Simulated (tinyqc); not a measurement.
Worked calculation: cyclotron resonance of ellipsoidal valleys, Si type. Values are carried at full precision from step to step, so a last printed digit may differ when a step is redone from the rounded ones.

Valleys along [100], [010], [001] (each with its opposite partner), mass ml along the axis and mt across it. B lies in the (1-10) plane, b = (sin(theta)/sqrt2, sin(theta)/sqrt2, cos(theta)). For the angle phi between B and the axis, 1/mc^2 = cos^2(phi)/mt^2 + sin^2(phi)/(mt ml). Resonance: h nu = 2 muB B/mc, h = 2 pi hbar.

Constants: hbar = 6.58211957e-16 eV s; muB = 5.788381798e-05 eV/T.

Inputs chosen for the exercise (near those of Si; shifted at random, so the results belong to these values and not to a real crystal):
- theta = 21 degrees (angle of B from [001] towards [110])
- ml = 0.938 m0 (longitudinal mass)
- mt = 0.188 m0 (transverse mass)
- nu = 24 GHz (microwave frequency)
- tau = 31 ps (scattering time)

## Angles to the valley axes

Give b and cos^2(phi) for each axis.

b: 0.2534  0.2534  0.9336

cos^2(phi): [100] 0.0642, [010] 0.0642, [001] 0.8716

## Cyclotron masses and resonance fields

For each axis, mc and B = h nu mc/(2 muB).

Resonances:

| axis | mc (m0) | B (T) |
|---|---|---|
| [100] | 0.3747 | 0.3212 |
| [010] | 0.3747 | 0.3212 |
| [001] | 0.1985 | 0.1702 |

2 distinct masses appear; the limits are mt = 0.188 (B along the axis) and sqrt(ml mt) = 0.4199 (B across it).

## The same from the mass tensor

For the valley along [001]: M = mt 1 + (ml - mt) a a^T, and mc^2 = det M/(b M b).

M (m0):
```
        x       y       z
x  0.1880       0       0
y       0  0.1880       0
z       0       0  0.9380
```

det M = 0.033153
b M b = 0.8417
mc = 0.1985 m0

## Line shape

For linear polarisation and one isotropic mass the absorbed power goes as P = [1 + (w^2 + wc^2) tau^2]/([1 + (wc^2 - w^2) tau^2]^2 + 4 w^2 tau^2), w = 2 pi nu. List it for wc/w = 0, 0.5, 0.8, 0.9, 1, 1.1, 1.2, 1.5 and 2, which is B over the resonance field.

w tau = 4.675

Power:

| wc/w | P |
|---|---|
| 0.0 | 0.04376 |
| 0.5 | 0.08733 |
| 0.8 | 0.2738 |
| 0.9 | 0.4166 |
| 1.0 | 0.5057 |
| 1.1 | 0.4155 |
| 1.2 | 0.2715 |
| 1.5 | 0.08100 |
| 2.0 | 0.02441 |

The largest listed value lies at wc/w = 1.0, 11.6 times the zero-field value. With w tau well above 1 the line is sharp, of relative half width about 1/(w tau). The closest two lines of this crystal are 88.8 % apart, so they are resolved.

## Checks

- Rotation frequency of dv/dt = -M^-1 (v x b) for the valley along [001], in units of e B/m0, against 1/mc: both 5.0386.

Run: tinyqc, `OMP_NUM_THREADS=1 python tinyqc.py 1280738 1280739 out.jsonl`; Intel(R) Xeon(R) Processor @ 2.30GHz, one thread, shared host; about 0.01 s of CPU time with all checks.
